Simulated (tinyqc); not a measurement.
Velocity overshoot from momentum and energy balance equations after a field step: one step, computed by the program tinyqc.

At t = 0 the field jumps from 0 to F in a uniform sample. v is the drift velocity and u = w - (3/2) k_B T the excess energy per carrier.

Question. Constants and steady state. dv/dt = e F/m - v/tau_m(u), du/dt = e F v - u/tau_E, tau_m(u) = tau_0/(1 + c u), tau_0 = m mu_0/e, c = mu_0/(e tau_E v_s^2); this choice gives the steady state v (1 + mu_0 F v/v_s^2) = mu_0 F, which saturates at v_s. Steady velocity v = 2 mu_0 F/(1 + sqrt(1 + 4 (mu_0 F/v_s)^2)); u = e F v tau_E; carrier temperature T + 2u/(3 k_B), neglecting the drift energy m v^2/2.

Inputs (values chosen for the exercise, modelled on electrons in germanium except for tau_E):

| quantity | value | unit |
|---|---|---|
| effective mass m | 0.12 | m_0 |
| low-field mobility mu_0 | 4100 | cm^2/(V s) |
| saturation velocity v_s | 0.64 | 1e7 cm/s |
| energy relaxation time tau_E | 0.39 | ps |
| field after the step F | 5.3 | kV/cm |
| lattice temperature T | 300 | K |

Scheme: explicit Euler.

Constants: m_0 = 9.1093837015e-31 kg; e = 1.602176634e-19 C; k_B = 8.617333262e-05 eV/K.

Give: tau_0; c; acceleration e F/m; steady velocity; steady excess energy; steady carrier temperature.

Answer.

tau_0 = 279.73 fs

c = 256.66 1/eV

acceleration e F/m = 0.0077681 1e7 cm/s per fs

steady velocity = 0.55265 1e7 cm/s

steady excess energy = 0.011423 eV

steady carrier temperature = 388.38 K

tau_E/tau_0 = 1.39, and in the steady state tau_m has shrunk to 71.1 fs.
